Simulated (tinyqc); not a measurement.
Band bending at a free surface with a continuum of surface states, surface photovoltage and Kelvin probe: one step of the calculation.

n-type bulk, xi = Ec - EF = Vt ln(Nc/Nd), p0 = ni^2/Nd, ni = sqrt(Nc Nv) exp(-Eg/(2 Vt)), Eg in volts. b is the upward band bending, u = b/Vt. Space charge per area, in units of q: Qc = sign(b) sqrt((2 eps0 eps_r Vt/q) [(Nd + dn)(exp(-u) - 1) + Nd u + (p0 + dn)(exp(u) - 1)]), with dn the excess density under light (flat quasi-Fermi levels; 0 in the dark). The states hold -Ds (E0 - xi - b): negative while the Fermi level lies above the neutrality level. Neutrality: Qc + Qf + (charge of the states) = 0.

Problem. Bulk quantities. xi, ni, p0, the Debye length sqrt(eps0 eps_r Vt/(q Nd)) and the flat-band work function chi + xi.

Parameters, values chosen for the exercise; band and dielectric values close to those of gallium arsenide:
```
symbol,value,unit,meaning
T,300,K,temperature
Eg,1.43,eV,band gap
eps_r,12.7,,relative permittivity
Nc,4.45e17,cm^-3,conduction-band density of states at T
Nv,8.86e18,cm^-3,valence-band density of states at T
chi,4.06,eV,electron affinity
Nd,4.4e16,cm^-3,donor density
```

Constants: q = 1.602176634e-19 C, kB = 1.380649e-23 J/K, Vt = kB T/q, eps0 = 8.8541878128e-14 F/cm where lengths are in cm. Results are converted to the units shown.

Find: xi; ni; p0; Debye length; chi + xi.

Solution.

xi = 0.05982 eV
ni = 1.934e6 cm^-3
p0 = 8.500e-5 cm^-3
Debye length = 20.31 nm
chi + xi = 4.120 eV

tinyqc, about 0.01 s, one thread, Intel Xeon 2.30GHz (shared host): `OMP_NUM_THREADS=1 python tinyqc.py 2430119 2430120 out.jsonl`
